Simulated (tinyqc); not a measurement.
Spin coating of a resist or spin-on film: centrifugal thinning, evaporation and the final thickness (Emslie and Meyerhofer models): one step, computed by the program tinyqc.

A Newtonian film stays uniform over the wafer; solvent and solids have the same density and the concentration is uniform through the thickness.

Problem. Thinning without evaporation. dh/dt = -K h^3 gives h = h0/sqrt(1 + 2 K h0^2 t); for long times h = 1/sqrt(2 K t).

Inputs (values chosen for the exercise, of the order of those of a polymer resist in an ester solvent): starting thickness h0 = 300 micrometre; time t = 1.4 s.

flow constant K = 0.006636891 1/(micrometre^2 s)

Give: h(t) without evaporation; long-time form; time 1/(2 K h0^2).

Solution.

h(t) without evaporation = 7.333 micrometre

long-time form = 7.336 micrometre

time 1/(2 K h0^2) = 8.371e-04 s

The long-time form is within 0.030 %: the starting thickness is forgotten.
